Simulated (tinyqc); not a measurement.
## Area and perimeter leakage from two diodes

Inverse problem. A square diode and a finger diode leak I = JA area + JP perimeter. Find JA, JP and the side of the square at which both parts are equal.

areas (um^2): [10000, 78000]
perimeters (um): [400, 31980]
leakage currents (pA): [9.848, 80.277600]

Answer. Two linear equations give JA and JP; for a square of side a, JA a^2 = 4 JP a at a = 4 JP/JA.

JA = 9.80e-8 A/cm^2
JP = 1.20e-12 A/cm
side for equal parts = 0.490 um

tinyqc, about 0.01 s, one thread, Intel Xeon 2.30GHz (shared host): `OMP_NUM_THREADS=1 python tinyqc.py 2290117 2290118 out.jsonl`
